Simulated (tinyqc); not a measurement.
Harmonic transition-state theory with quantum, tunnelling and friction corrections: one step, computed by the program tinyqc. Command: `OMP_NUM_THREADS=1 python tinyqc.py 3001273 3001274 out.jsonl rates walk`. One thread of a shared host (Intel(R) Xeon(R) Processor @ 2.30GHz), about 0.01 s of CPU time with the checks.

One atom hops between equivalent sites; three modes at the minimum and two real modes at the saddle are treated as harmonic, the rest of the crystal as unchanged; melting is ignored, so hot rows may lie above the melting point.

Question. Classical rate and diffusivity. Vineyard: nu* = product of minimum frequencies / product of real saddle frequencies; k_cl = nu* exp(-E_b/(k_B T)). Activation entropy S = k_B ln(nu* h/(k_B T)); for uncorrelated jumps D = z k d^2/6 and D0 = z nu* d^2/6; 1 angstrom^2 = 1e-16 cm^2.

Inputs (values chosen for the exercise, modelled on interstitial hydrogen in silicon):
```
quantity                     value      unit
barrier E_b                  0.519        eV
temperature T                  388         K
jump length d                 1.92  angstrom
number of jump directions z      6         -
```

Lattice of sites: three-dimensional.

frequencies at the minimum (THz): 36.1  38.8  49.8

real frequencies at the saddle (THz): 48.1  64.3

Constants: k_B = 8.617333262e-05 eV/K; h x 1 THz = 4.135667696 meV.

Give: prefactor nu*; classical rate k_cl; activation entropy in the Eyring form; classical diffusivity D; prefactor D0.

Answer.

prefactor nu* = 22.55 THz

classical rate k_cl = 4.091e+06 1/s

activation entropy in the Eyring form = 1.026 k_B

classical diffusivity D = 1.508e-09 cm^2/s

prefactor D0 = 0.008314 cm^2/s

Caution: h nu exceeds k_B T, so zero-point and tunnelling corrections to the classical rate matter.
